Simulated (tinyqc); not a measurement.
# Thermionic-field emission through a Schottky barrier, WKB: what changes with what

Metal on an n-type semiconductor with one parabolic valley; V > 0 is forward bias (metal positive). Energies E are counted from the conduction edge of the neutral semiconductor, whose Fermi level lies at -xi; that of the metal lies at -xi - V. The barrier is a parabola of height Vd = phi - xi - V (depletion approximation, no image force).

Values chosen for this exercise; band and dielectric values close to those of cadmium telluride:
- T = 350 K (temperature)
- me = 0.101 m0 (electron mass)
- eps_r = 10 (relative permittivity)
- phi = 1.04 eV (barrier height seen from the metal)
- Nd = 4.1e17 cm^-3 (donor density)

Constants: q = 1.602176634e-19 C, kB = 1.380649e-23 J/K, eps0 = 8.8541878128e-12 F/m, hbar = 1.054571817e-34 J s, h = 6.62607015e-34 J s, m0 = 9.1093837015e-31 kg, Vt = kB T/q. Results are converted to the units shown.

Each table varies one quantity; the others keep the values above.

## Contact resistivity against barrier height

Nc = 2 (2 pi me m0 kB T/h^2)^1.5 (times 1e-6 for cm^-3); Nd = Nc F12(-xi/Vt), F12(x) = (2/sqrt(pi)) int_0^infinity sqrt(u)/(1 + exp(u - x)) du; E00 = (hbar/2) sqrt(Nd/(me m0 eps0 eps_r)) in SI units (volts). For E < Vd, ln T(E) = -(Vd/E00) [sqrt(1 - y) - y ln((1 + sqrt(1 - y))/sqrt(y))], y = E/Vd; T(E) = 1 above. J = A* T (q/kB) int_0^infinity T(E) N(E) dE, N = ln[(1 + exp((-xi - E)/Vt))/(1 + exp((-xi - V - E)/Vt))], A* = 4 pi q me m0 kB^2/h^3 (times 1e-4 for A/(cm^2 K^2)). The integral is converged to the digits shown; the share over the barrier is that of E > Vd, and 0 means below 1e-6 %. The contact resistivity is rho_c = 1/(dJ/dV) at V = 0, where N becomes V f/Vt with f = 1/(1 + exp((E + xi)/Vt)).

Contact resistivity against barrier height:

| phi (eV) | rho_c (ohm cm^2) | thermionic Vt exp(phi/Vt)/(A* T^2) (ohm cm^2) |
|---|---|---|
| 0.29 | 5.338e-5 | 3.041e-4 |
| 0.42 | 0.002686 | 0.02264 |
| 0.56 | 0.1923 | 2.349 |
| 0.69 | 10.44 | 174.9 |
| 0.83 | 785.7 | 1.814e4 |
| 0.96 | 4.401e4 | 1.351e6 |
| 1.1 | 3.397e6 | 1.401e8 |

Read the table: what changes, and by how much?

rho_c rises from 5.34e-5 to 3.40e6 ohm cm^2; between the last two rows it grows by a factor e every 32.2 meV, against E00 coth(E00/Vt) = 31.7 meV and Vt = 30.2 meV for pure emission.

## Current against forward bias

Same model as above.

n = (dV/d ln J)/Vt.

Current against forward bias:

| V (V) | J (A/cm^2) | share over the barrier (%) | mean E/Vd | n |
|---|---|---|---|---|
| 0.121 | 2.398e-6 | 3.56 | 0.8496 | 1.049 |
| 0.212 | 4.080e-5 | 4.35 | 0.8487 | 1.071 |
| 0.304 | 6.999e-4 | 5.36 | 0.8477 | 1.075 |
| 0.396 | 0.01190 | 6.66 | 0.8467 | 1.078 |
| 0.488 | 0.2003 | 8.36 | 0.8457 | 1.083 |
| 0.579 | 3.228 | 10.6 | 0.8450 | 1.089 |
| 0.671 | 52.61 | 13.7 | 0.8453 | 1.098 |
| 0.763 | 833.0 | 18.3 | 0.8491 | 1.113 |

J rises from 2.40e-6 to 833 A/cm^2, and n rises from 1.05 to 1.11. The Padovani-Stratton slope is (E00/Vt) coth(E00/Vt) = 1.05; the middle row is 3.0 % above it.

Range of the model: The depletion approximation, a parabolic band and the neglect of image-force lowering make these currents estimates at high doping.

tinyqc, about 0.03 s, one thread, Intel Xeon 2.30GHz (shared host): `OMP_NUM_THREADS=1 python tinyqc.py 2640034 2640035 out.jsonl`
